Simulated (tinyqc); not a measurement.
Charge control and current of a heterostructure field-effect transistor: one step, computed by the program tinyqc.

Two subbands in a triangular well; E_F is counted from the conduction band edge of the channel at the interface.

Task: Levels and gate capacitance. Charge control: n_s = C_b (V_G - V_T - E_F/e)/e. Well: mean field F = e n_s/(2 eps eps_0), E_i = (hbar^2/2m)^(1/3) [(3 pi e F/2)(i + 3/4)]^(2/3), i = 0, 1; n_s = D k_B T sum_i ln(1 + exp((E_F - E_i)/k_B T)), D = m/(pi hbar^2), which is solved in closed form for E_F. C_g = e dn_s/dV_G = 1/(1/C_b + 1/C_q), 1/C_q = d(E_F/e)/d(e n_s) by a central difference of +/- 0.1 % in n_s; added distance dd = eps eps_0/C_q.

Inputs (values chosen for the exercise, modelled on AlGaAs/GaAs):

| quantity | value | unit |
|---|---|---|
| channel mass m | 0.065 | m_0 |
| permittivity eps (barrier and channel) | 12.3 | - |
| conduction band offset dE_c | 0.14 | eV |
| temperature T | 300 | K |
| spacer between delta layer and channel | 2.1 | nm |

Charge source: delta doping. Velocity law: two-piece.

sheet density n_s = 3.515678e+12 1/cm^2

barrier capacitance C_b = 0.4188712 microfarad/cm^2

Constants: k_B = 8.617333262e-05 eV/K; e = 1.602176634e-19 C; eps_0 = 8.8541878128e-12 F/m; hbar = 1.054571817e-34 J s; m_0 = 9.1093837015e-31 kg; k_B = 1.380649e-23 J/K.

Give: E_0; E_1; E_F; share in the second subband; gate capacitance C_g; added distance dd.

Result:

E_0 = 169.8 meV

E_1 = 298.7 meV

E_F = 286.5 meV

share in the second subband = 9.667 %

gate capacitance C_g = 0.3573 microfarad/cm^2

added distance dd = 4.477 nm

C_g is 85 % of C_b: the finite density of states and the rise of E_0 act as 4.5 nm of extra barrier. Caution: E_F lies above the conduction band minimum of the barrier, so electrons would spill into the barrier.
